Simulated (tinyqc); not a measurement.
MOSFET in saturation, small-signal circuit and noise: one step of the calculation.

Bias by the inversion coefficient IC = I/Ispec (charge-based model with velocity saturation; weak inversion below 0.1, strong above 10). Common-source circuit: gm, gds, Cgs, Cgd and Cj at the inner nodes, Rg in series with the gate; quasi-static, no source or drain resistance, no gate-body capacitance, no substrate network, no induced gate noise, so fmax is an upper estimate.

Question. Current gain and unilateral power gain. |h21| = |Y21/Y11|; U = |Y21 - Y12|^2/(4 [Re Y11 Re Y22 - Re Y12 Re Y21]). Extrapolated at 20 dB a decade: f |h21| and f sqrt(U).

Values chosen for this exercise: signal frequency f = 1 GHz.

Y with Rg (mS):

|  | 1 | 2 |
|---|---|---|
| 1 | 0.0002176499+0.0925961148i | -0.0001004274-0.0427254240i |
| 2 | 0.4988094540-0.0438981265i | 0.0160128152+0.1287179763i |

Find: |h21|; U; f |h21|; f sqrt(U).

Answer.

|h21| = 5.408
U = 1161
f |h21| = 5.408 GHz
f sqrt(U) = 34.08 GHz

Computed by the program tinyqc: `OMP_NUM_THREADS=1 python tinyqc.py 2150104 2150105 out.jsonl`, one thread of a shared Intel Xeon 2.30GHz, about 0.01 s for the whole run.
